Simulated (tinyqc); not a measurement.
Heat flow across a film from the phonon Boltzmann equation in the relaxation-time approximation: one step, computed by the program tinyqc.

Two black walls, hot at x = 0 and cold at x = L, emit phonons isotropically. For one free path Lambda, with tau = x/Lambda, tau_L = L/Lambda and phi = (T - T_cold)/Delta T, energy balance gives phi(tau) = (1/2) [E2(tau) + int_0^tau_L phi(s) E1(|tau - s|) ds]; E_n are the exponential integrals. The flux over the ballistic flux C v Delta T/4 is psi = 1 - 2 int_0^tau_L phi(s) E2(s) ds, and kappa_eff/kappa = (3/4) tau_L psi. kappa = C v Lambda/3 is an input, so at fixed kappa a longer free path means a smaller C v.

Problem. The small linear system for Lambda_1. Cut the film into n equal cells with constant phi, collocated at the centres c_i: the kernel integrates to A_ij = |E2(|c_i - e_j|) - E2(|c_i - e_(j+1)|)|/2 for cell edges e_j, and A_ii = 1 - E2(half a cell); solve (1 - A) phi = E2(c)/2; psi = 1 - 2 sum_j phi_j [E3(e_j) - E3(e_(j+1))].

Inputs (values chosen for the exercise, modelled on silicon): film thickness L = 73 nm; free path Lambda_1 = 160 nm; cells n in the small system = 5.

Give: optical thickness tau_L; 1 - A; right-hand side E2(c)/2; flux weights E3(e_j) - E3(e_(j+1)).

Solution.

optical thickness tau_L = 0.45625

1 - A, lower triangle (symmetric):
```
         1        2        3        4       5
1   0.8388
2  -0.0890   0.8388
3  -0.0597  -0.0890   0.8388
4  -0.0447  -0.0597  -0.0890   0.8388
5  -0.0350  -0.0447  -0.0597  -0.0890  0.8388
```

right-hand side E2(c)/2: 0.4194  0.3304  0.2707  0.2260  0.1910

flux weights E3(e_j) - E3(e_(j+1)): 0.07732  0.06050  0.04951  0.04132  0.03491
